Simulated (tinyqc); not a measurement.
Stretching all distances: RHF, UHF, MP2, CISD and CCSD against full CI in the sto-6g basis, for HeH+, spin multiplicity 1. Computed by the program tinyqc with PySCF. All coordinates are multiplied by the scale. c0^2 is the weight of the RHF determinant in the lowest singlet FCI state (UHF is spin-contaminated and may lie near states of higher spin) and n(LUMO) the first natural occupation beyond the occupied space.

Geometry (angstrom):
```
atom       x       y       z
He    0.0000  0.0000  0.0000
H     0.0000  0.0000  0.7190
```

Full CI energy (hartree) and errors against it (kcal/mol):
```
scale   distance 1-2 (angstrom)     E(FCI)     RHF     UHF      MP2    CISD    CCSD  <S^2> UHF    c0^2   n(LUMO)
0.8500                   0.6111  -2.810647  5.9566  5.9566   1.4986  0.0000  0.0000     0.0000  0.9963    0.0072
1.3500                   0.9707  -2.894154  4.4781  4.4781   0.9122  0.0000  0.0000     0.0000  0.9958    0.0074
1.6000                   1.1504  -2.883568  2.8583  2.8583   0.3753  0.0000  0.0000     0.0000  0.9970    0.0050
1.8400                   1.3230  -2.871148  1.5296  1.5296   0.0450  0.0000  0.0000     0.0000  0.9983    0.0027
2.0900                   1.5027  -2.860959  0.6577  0.6577  -0.0689  0.0000  0.0000     0.0000  0.9993    0.0011
2.3400                   1.6825  -2.854331  0.2375  0.2375  -0.0601  0.0000  0.0000     0.0000  0.9998  3.89e-04
2.5900                   1.8622  -2.850477  0.0744  0.0744  -0.0295  0.0000  0.0000     0.0000  0.9999  1.16e-04
2.8400                   2.0420  -2.848396  0.0209  0.0209  -0.0110  0.0000  0.0000     0.0000  1.0000  3.15e-05
```

Estimate the missing row, scale = 1.1.

Computed row:
```
scale   distance 1-2 (angstrom)     E(FCI)     RHF     UHF     MP2    CISD    CCSD  <S^2> UHF    c0^2  n(LUMO)
1.1000                   0.7909  -2.885915  5.7067  5.7067  1.3846  0.0000  0.0000     0.0000  0.9955   0.0084
```

UHF stays equal to RHF over this range. The weight c0^2 goes from 1.00 to 1.00 and n(LUMO) from 0.01 to 0.00: one determinant still serves, as it does when a bond breaks into closed-shell fragments or is not yet far stretched. The spread of the error along the curve, which distorts its shape, is CISD 0.0, CCSD 0.0, MP2 1.6, RHF 5.9, UHF 5.9 kcal/mol. Below FCI somewhere: MP2, as non-variational methods may be. With two electrons CISD and CCSD are exact.
